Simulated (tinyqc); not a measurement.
Worked calculation: Wannier function of the lower band of a two-orbital chain. Values are carried at full precision from step to step, so a last printed digit may differ when a step is redone from the rounded ones.

H(k) = [[-d/2 - 2 ta cos k, -t1 - t2 exp(-ik)], [-t1 - t2 exp(ik), d/2 - 2 tb cos k]], k in 1/a, Bloch sums with exp(ikR) and without the positions inside the cell. Mesh k_j = 2 pi j/N. Projection gauge: each lower eigenvector u is multiplied by the phase that makes <trial|u> real and positive (the one-band case of Loewdin orthogonalisation). Wannier amplitudes w(R) = (1/N) sum_k exp(ikR) u(k); hoppings H(R) = (1/N) sum_k exp(-ikR) E(k).

Parameters, chosen for this exercise:
- d = -0.73 eV (A at -d/2, B at +d/2)
- t1 = 2.23 eV (A-B in the cell)
- t2 = 0.3 eV (B to A of the next cell)
- ta = 0.15 eV (A-A between cells)
- tb = -0.07 eV (B-B between cells)
- N = 4 (k points)
- th = 45 degrees (trial orbital cos(th) A + sin(th) B in cell 0)
- xb = 0.38 a (position of B (A at 0))
- a = 5.5 angstrom (period)
- kq = 1.89 1/a (point off the mesh)

## Bloch states in the projection gauge

Diagonalise at each mesh point and fix the phase.

Mesh:

| j | E lower (eV) | E upper (eV) | u_A | u_B | \|<trial\|u>\| |
|---|---|---|---|---|---|
| 0 | -2.6142 | 2.4542 | 0.68658 | 0.72706 | 0.9996 |
| 1 | -2.2795 | 2.2795 | 0.64634-0.04679i | 0.76018+0.04679i | 0.9946 |
| 2 | -1.9367 | 2.0967 | 0.59579 | 0.80314 | 0.9892 |
| 3 | -2.2795 | 2.2795 | 0.64634+0.04679i | 0.76018-0.04679i | 0.9946 |

The projection is smallest at j = 2 (0.9892); the gauge is smooth as long as it stays away from zero.

## The Wannier function

w(R) = (1/N) sum_j exp(2 pi i j R/N) u_j, for the N cells nearest the origin; it is real.

Amplitudes:

| R | on A | on B |
|---|---|---|
| -1 | -0.0007 | 0.0044 |
| 0 | 0.6438 | 0.7626 |
| 1 | 0.0461 | -0.0424 |
| 2 | -0.0026 | 0.0025 |

norm = 1.0000

Cell 0 holds 99.6 % of the weight.

## Centre and spread in real space

Point-like orbitals at R (A) and R + xb (B): centre <x>, spread <x^2> - <x>^2.

centre in units of a = 0.226
centre in angstrom = 1.241
spread = 1.170 angstrom^2

## The same from overlaps (Marzari-Vanderbilt)

b = 2 pi/N; M_j = u_j^+ diag(1, exp(-i b xb)) u_(j+1), with u_N = u_0. Centre = -(1/2 pi) sum arg M_j; gauge-invariant part Omega_I = (1/(N b^2)) sum (1 - |M_j|^2); gauge-dependent part Omega_D = (1/(N b^2)) sum (arg M_j + b centre)^2.

Overlaps:

| j | \|M_j\| | arg M_j (rad) |
|---|---|---|
| 0 | 0.9723 | -0.3295 |
| 1 | 0.9354 | -0.3793 |
| 2 | 0.9354 | -0.3793 |
| 3 | 0.9723 | -0.3295 |

centre from overlaps = 0.226 a
Omega_I = 0.0364 a^2
Omega_D = 0.0003 a^2

The centre is the Berry phase over 2 pi and does not depend on the trial orbital (modulo a). Omega_D is 0.7 % of the total; in one dimension a gauge that spreads the phase evenly removes it. The total is 0.0366 a^2, against 0.0387 a^2 (centre 0.226 a) in real space on 96 cells.

## Hoppings and interpolation

H(R) = (1/N) sum_j E_j cos(2 pi j R/N) for R = 0 to N/2. Interpolation: E(k) = H(0) + 2 sum H(R) cos(kR), the term R = N/2 of an even mesh counted once.

H(0), H(1), ... (eV): -2.2775  -0.1694  0.0020

interpolated E(kq) = -2.1728 eV

The exact value is -2.1729 eV; the interpolation is off by +0.1 meV. Though the chain has short hoppings, the single band has longer ones, made by paths through the other orbital, which the tails of the Wannier function carry.

## Checks

- Centre from overlaps against the real-space centre on 200 points: both 0.2256.
- Omega_I + Omega_D against the real-space spread on 200 points: both 0.0387.

tinyqc: `OMP_NUM_THREADS=1 python tinyqc.py 1480929 1480930 out.jsonl`; about 0.2 s, one thread, shared Intel(R) Xeon(R) Processor @ 2.30GHz.
